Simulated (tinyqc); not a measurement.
Comparisons within one model: carrier statistics of a doped semiconductor with parabolic bands. A value that a table varies takes the place of the one given here.

Eg(T) = Eg0 - al T^2/(T + be); m_de = Mv^(2/3) (ml mt^2)^(1/3); m_dh = (mhh^(3/2) + mlh^(3/2))^(2/3); Nc and Nv from N = 2 (m kB T/(4 pi c))^(3/2) with c = hbar^2/2m0, in 1/angstrom^3; times 1e24 for 1/cm^3.

Energies are counted from Ev, so Ec = Eg. n = Nc F_1/2((EF - Eg)/kT), p = Nv F_1/2(-EF/kT), ND+ = ND/(1 + 2 exp((EF - Eg + ED)/kT)), NA- = NA/(1 + 4 exp((EA - EF)/kT)); neutrality asks p + ND+ = n + NA-. F_j(eta) = (1/Gamma(j + 1)) integral_0^infinity x^j dx/(1 + exp(x - eta)), which tends to exp(eta) for eta << 0.

Constants: hbar^2/2m0 = 3.80998211 eV angstrom^2; kB = 8.617333262e-05 eV/K.

Parameters, chosen for this exercise (near those of AlAs; the results hold for these values, not for the real material):
- Eg0 = 2.211 eV (gap at 0 K)
- al = 0.000678 eV/K (Varshni alpha)
- be = 531 K (Varshni beta)
- ml = 1.01 m0 (longitudinal electron mass)
- mt = 0.218 m0 (transverse electron mass)
- Mv = 3 (equivalent valleys)
- mhh = 0.777 m0 (heavy-hole mass)
- mlh = 0.148 m0 (light-hole mass)
- ND = 3.7e+16 1/cm^3 (donors)
- NA = 2.5e+16 1/cm^3 (acceptors)
- ED = 0.0683 eV (donor level below Ec)
- EA = 0.0619 eV (acceptor level above Ev)
- T = 400 K

## Temperature

Neutrality solved at each temperature; ni = sqrt(Nc Nv) exp(-Eg/2kT).

Carriers (1/cm^3):

| T (K) | EF (eV) | n | p | majority / \|ND - NA\| | ni | Eg (eV) |
|---|---|---|---|---|---|---|
| 30 | 2.1379 | 4.20e+05 | <1e-99 | 3.50e-11 | <1e-99 | 2.2099 |
| 50 | 2.1336 | 3.52e+10 | <1e-99 | 2.93e-06 | 6.22e-94 | 2.2081 |
| 77 | 2.1266 | 1.74e+13 | <1e-99 | 0.00145 | 1.65e-54 | 2.2044 |
| 120 | 2.1114 | 1.17e+15 | 9.94e-71 | 0.0974 | 3.41e-28 | 2.1960 |
| 200 | 2.0541 | 8.61e+15 | 1.75e-33 | 0.717 | 3.89e-09 | 2.1739 |
| 300 | 1.9492 | 1.13e+16 | 3.34e-14 | 0.942 | 19.4 | 2.1376 |
| 450 | 1.7667 | 1.18e+16 | 0.559 | 0.986 | 8.14e+07 | 2.0710 |
| 600 | 1.5675 | 1.19e+16 | 3.59e+06 | 0.994 | 2.07e+11 | 1.9952 |
| 800 | 1.2852 | 1.20e+16 | 6.49e+11 | 0.997 | 8.81e+13 | 1.8850 |
| 1000 | 0.9971 | 1.31e+16 | 1.07e+15 | 1.09 | 3.74e+15 | 1.7682 |

Ionisation is incomplete: the majority density is below 90 % of the net doping at 30, 50, 77, 120 and 200 K, down to a share of 3.5e-11. It is within 10 % of the net doping at 300, 450, 600, 800 and 1000 K. The majority density never exceeds the net doping by 10 %; ni is 3.74e+15 1/cm^3 at 1000 K against a net doping of 1.20e+16. EF goes from 2.138 eV to 0.997 eV, where midgap is 0.884 eV and the intrinsic level (Boltzmann) 0.889 eV.

## Doping level

Only donors are present (NA = 0); eta is the distance of EF beyond the conduction edge in units of kT.

Neutral state:

| ND (1/cm^3) | EF (eV) | majority (1/cm^3) | ionised share | eta |
|---|---|---|---|---|
| 1.0e+14 | 1.6655 | 1.00e+14 | 1.000 | -12.44 |
| 1.0e+15 | 1.7449 | 9.99e+14 | 0.999 | -10.14 |
| 1.0e+16 | 1.8241 | 9.94e+15 | 0.994 | -7.85 |
| 1.0e+17 | 1.9018 | 9.49e+16 | 0.949 | -5.59 |
| 1.0e+18 | 1.9715 | 7.10e+17 | 0.710 | -3.57 |
| 3.0e+18 | 1.9992 | 1.57e+18 | 0.522 | -2.76 |
| 1.0e+19 | 2.0261 | 3.34e+18 | 0.334 | -1.98 |
| 3.0e+19 | 2.0488 | 6.19e+18 | 0.206 | -1.33 |

The impurity level lies at 2.0262 eV. The ionised share falls from 1.000 to 0.206 as EF passes through it between 1e+19 and 3e+19 1/cm^3 (share 1/3 there); it is below one half from 1e+19 1/cm^3 on. Over the last two rows the doping grows threefold and the majority density by a factor 1.85. EF comes within 3 kT of the majority band edge from 3e+18 1/cm^3 on. Above roughly 9e+18 1/cm^3 (N^(1/3) a = 0.26, with the radius a = sqrt(c/(m E)) from the ionisation energy E and the mass (ml mt^2)^(1/3)) the levels merge with the band and real ionisation is complete; sharp levels then overstate freeze-out.

## What each input does

Neutrality solved anew for each case. Each row changes one parameter from the base and keeps the others.

Results:

| case | EF (eV) | n (1/cm^3) | p (1/cm^3) |
|---|---|---|---|
| base | 1.8298 | 1.18e+16 | 0.000253 |
| T = 380 K | 1.8545 | 1.17e+16 | 6.74e-06 |
| ND = 7.4e+16 1/cm^3 | 1.8777 | 4.71e+16 | 6.31e-05 |
| NA = 3.25e+16 1/cm^3 | 1.7960 | 4.41e+15 | 0.000674 |
| Eg0 = 2.261 eV | 1.8798 | 1.18e+16 | 5.92e-05 |
| mt = 0.2616 m0 | 1.8237 | 1.18e+16 | 0.000302 |
| mhh = 0.9324 m0 | 1.8298 | 1.18e+16 | 0.000326 |
| ED = 0.1024 eV | 1.8287 | 1.14e+16 | 0.000261 |

The largest shifts from the base row, up to three for each result and ties (the steps differ in size, so this ranks the rows, not the parameters). EF (eV): Eg0 +0.0500, ND +0.0478, NA -0.0338; unchanged at the printed digits by mhh. n (1/cm^3): ND +3.53e+16, NA -7.35e+15, ED -3.88e+14; unchanged at the printed digits by Eg0, mt and mhh. p (1/cm^3): NA +0.000421, T -0.000246, Eg0 -0.000193.

tinyqc: `OMP_NUM_THREADS=1 python tinyqc.py 1681480 1681481 out.jsonl`; about 0.02 s, one thread, shared Intel(R) Xeon(R) Processor @ 2.30GHz.
